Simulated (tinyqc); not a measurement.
# Trap density from one capacitance

Question. Traps spread evenly through the insulator exchange electrons with the semiconductor by tunnelling, with tau(x) = t0 exp(2 ka x) at depth x from the interface. The admittance per area Y seen at depth x obeys dY/dx = -Y^2/(i w eps0 eox) + q Nb ln(1 + i w tau)/tau, with Y(0) = i w Cs and w = 2 pi f; the gate sees Y(tox) = G + i w C. Working variable y = Y/(i w), in uF/cm^2. Cox = eps0 eox/tox. Find Nb and G/w.

Inputs (values chosen for the exercise):
```
symbol,value,unit,meaning
eox,3.94,,relative permittivity of the insulator
tox,4.2,nm,insulator thickness
Cs,2.3,uF/cm^2,semiconductor capacitance in accumulation
ka,3.7,1/nm,decay constant of the wave function in the insulator
t0,2e-9,s,time constant of a trap at the interface
f,1e5,Hz,frequency
```

Constants: q = 1.602176634e-19 C, eps0 = 8.8541878128e-14 F/cm where lengths are in cm. Results are converted to the units shown.

C = 0.75724478 uF/cm^2

Solution. C rises steadily with Nb, so one density matches; in practice ka and t0 must come from the frequency dependence.

Nb = 1.000e20 cm^-3 eV^-1
G/w = 0.03542 uF/cm^2

Computed by the program tinyqc: `OMP_NUM_THREADS=1 python tinyqc.py 2202055 2202056 out.jsonl`, one thread of a shared Intel Xeon 2.30GHz, about 0.5 s for the whole run.
